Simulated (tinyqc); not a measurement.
Inside a calculation. Model: donor or exciton in a quantum well (variational effective-mass method). Computed by tinyqc, a small Python program that keeps every step. Command: `OMP_NUM_THREADS=1 python tinyqc.py 3009355 3009356 out.jsonl welldonor walk`. One thread of a shared host (Intel(R) Xeon(R) Processor @ 2.30GHz), about 0.1 s of CPU time with the checks. Intermediate numbers are printed to about 7 digits and carried at full precision; extremes and crossings named in words are read from the listed rows.

H = -nabla^2 - 2/|r - r_i| + V(z) in effective units; trial function psi = f(z) exp(-|r - r_i|/lambda), f the ground state of the well. Mass and screening are the same in well and barrier; l = L/a* is the width in effective units. Bands are flat: no polarisation or applied field.

Inputs (values chosen for the exercise, modelled on CdS):
```
quantity                              value  unit
electron mass m                       0.207   m_0
dielectric constant eps                8.51     -
well width L                            6.9    nm
trial radius lambda                     1.4    a*
donor position z_i/L from the centre    0.4     -
barrier height V_0                     0.35    eV
```

Centre: donor. Barriers: finite.

Constants: Ry = 13.605693123 eV; a_0 = 0.529177210903 angstrom.

## Effective units

Ry* = Ry m/eps^2, a* = a_0 eps/m; l = L/a*.

mass used = 0.207 m_0

Ry* = 38.88946 meV

a* = 2.175506 nm

l = 3.171675

## The subband

k solves k tan(k l/2) = sqrt(v - k^2), v = V_0/Ry*, 0 < k l/2 < pi/2 (bisection); f = cos(k z) inside and cos(k l/2) exp(-kappa (|z| - l/2)) outside, kappa = sqrt(v - k^2); subband energy k^2 Ry*.

k = 0.8166624 1/a*

subband energy = 25.93684 meV

kappa = 2.886682 1/a*

## Binding at the trial radius

Binding E_b(lambda) = -1/lambda^2 + 4 A/(lambda B), with A = int f^2 exp(-2 s/lambda) dz, B = int f^2 exp(-2 s/lambda)(1 + 2 s/lambda) dz and s = |z - z_i|; 40 Gauss-Legendre points on each piece between the walls at z = -l/2 and l/2 and z_i, and out to 12/(kappa + 1/lambda) beyond the walls.

A = 0.4761113 a*

B = 0.9659016 a*

E_b(lambda) = 0.8981361 Ry*

## Best radius

Golden-section search for the maximum over lambda from 0.3 to 4, 40 steps.

best lambda = 1.260638 a*

binding in Ry* = 0.9035279

binding energy = 35.13771 meV

radius lambda a* = 2.742526 nm

Confinement changes the binding by a factor 0.904 against the bulk value (with finite barriers it peaks in a narrow well and returns to 1 as L tends to 0, and away from the walls of a wide well it tends to 1).

## Binding against well width

Each row maximises over lambda (golden section, 0.3 to 4).

Against width:
```
L (nm)  lambda (a*)  binding (Ry*)  binding (meV)
1.0        0.933678       1.732013       67.35705
2.1        1.034645       1.504177       58.49661
3.8        1.172008       1.183845       46.03908
6.9        1.260638       0.903528       35.13771
12.0       1.156405       0.755909       29.39690
22.0       1.000026       0.768496       29.88638
```

The binding is largest in the narrowest well, 1.732 Ry* at 1.0 nm; the turn-over that leakage brings lies below these widths. In the widest well it is 0.768 Ry*; below 1 because the donor is off centre, where the envelope is small. Rows under about 2 nm are a few atomic layers, where the envelope model is only a guide.

## Binding against position

The formulas are those given above.

Against position:
```
z_i/L  lambda (a*)  binding (Ry*)  binding (meV)
0.0       1.043650       1.394219       54.22040
0.1       1.044525       1.364920       53.08099
0.2       1.053625       1.274055       49.54731
0.3       1.098652       1.116023       43.40153
0.4       1.260638       0.903528       35.13771
0.5       1.625119       0.705260       27.42716
```

From the centre to the wall the binding falls from 54.220 to 27.427 meV, 51 % of the centre value, since the walls keep the electron away from an off-centre ion; uniform doping thus gives a band of levels 26.793 meV wide, with a peak in its density at the centre value, where the slope vanishes.

Checks made by the program: the wide-well limit, 1 Ry* (relative difference 3e-03).
